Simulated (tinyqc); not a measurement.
Inside a calculation. Method: Pariser-Parr-Pople SCF with singles CI, for the molecule C=Cc1ccsc1 (SMILES; centres numbered as the heavy atoms are written). One step of it, computed by the program tinyqc.

Problem. Iteration 2: Fock matrix. F_rr = H_rr + P_rr gamma_rr / 2 + sum_(s != r) P_ss gamma_rs; F_rs = H_rs - P_rs gamma_rs / 2; E = tr P (H + F) / 2 + core repulsion sum_(r<s) z_r z_s gamma_rs.

P after iteration 1:
```
           1C         2C         3C         4C         5C         6S         7C
1C   1.854120   0.344934  -0.258854  -0.092397   0.131544   0.220176  -0.100875
2C   0.344934   1.085075   0.823437   0.078547  -0.302640  -0.309843  -0.044390
3C  -0.258854   0.823437   1.041581   0.323250   0.008901   0.067292   0.379630
4C  -0.092397   0.078547   0.323250   1.016189   0.889508  -0.044619  -0.295510
5C   0.131544  -0.302640   0.008901   0.889508   1.014097   0.308356  -0.067229
6S   0.220176  -0.309843   0.067292  -0.044619   0.308356   0.902761   0.862822
7C  -0.100875  -0.044390   0.379630  -0.295510  -0.067229   0.862822   1.086178
```

core matrix H (eV):
```
            1C          2C          3C          4C          5C          6S          7C
1C  -41.538624   -2.390000    0.000000    0.000000    0.000000    0.000000    0.000000
2C   -2.390000  -47.804536   -2.390000    0.000000    0.000000    0.000000    0.000000
3C    0.000000   -2.390000  -55.826503   -2.390000    0.000000    0.000000   -2.390000
4C    0.000000    0.000000   -2.390000  -51.791433   -2.390000    0.000000    0.000000
5C    0.000000    0.000000    0.000000   -2.390000  -52.125678   -2.020000    0.000000
6S    0.000000    0.000000    0.000000    0.000000   -2.020000  -55.908261   -2.020000
7C    0.000000    0.000000   -2.390000    0.000000    0.000000   -2.020000  -55.034086
```

repulsion gamma_rs (eV):
```
           1C         2C         3C         4C         5C         6S         7C
1C  11.130000   7.554838   5.239283   3.632162   2.974906   3.236785   4.503865
2C   7.554838  11.130000   7.551966   5.122722   3.743022   3.774176   5.123637
3C   5.239283   7.551966  11.130000   7.553541   5.520330   5.622929   7.555526
4C   3.632162   5.122722   7.553541  11.130000   7.555562   5.623367   5.520712
5C   2.974906   3.743022   5.520330   7.555562  11.130000   7.825881   5.520097
6S   3.236785   3.774176   5.622929   5.623367   7.825881  13.000000   7.825125
7C   4.503865   5.123637   7.555526   5.520712   5.520097   7.825125  11.130000
```

Centres (angstrom, eV; a flat drawing with bonds scaled to 1.40 angstrom):
```
centre          x          y  core charge z          W   gamma_rr
1C      -2.628000   0.423000              1  11.160000  11.130000
2C      -1.659000  -0.587000              1  11.160000  11.130000
3C      -0.299000  -0.252000              1  11.160000  11.130000
4C       0.771000  -1.155000              1  11.160000  11.130000
5C       1.960000  -0.417000              1  11.160000  11.130000
6S       1.626000   0.943000              2  22.000000  13.000000
7C       0.229000   1.044000              1  11.160000  11.130000
```

Give: F; pi energy.

Solution.

F (eV):
```
        1C      2C      3C      4C       5C       6S      7C
1C  -3.044  -3.693   0.678   0.168   -0.196   -0.356   0.227
2C  -3.693  -1.919  -5.499  -0.201    0.566    0.585   0.114
3C   0.678  -5.499  -5.565  -3.611   -0.025   -0.189  -3.824
4C   0.168  -0.201  -3.611  -7.241   -5.750    0.125   0.816
5C  -0.196   0.566  -0.025  -5.750  -10.416   -3.227   0.186
6S  -0.356   0.585  -0.189   0.125   -3.227  -11.937  -5.396
7C   0.227   0.114  -3.824   0.816    0.186   -5.396  -8.937
```

pi energy = -103.977 eV
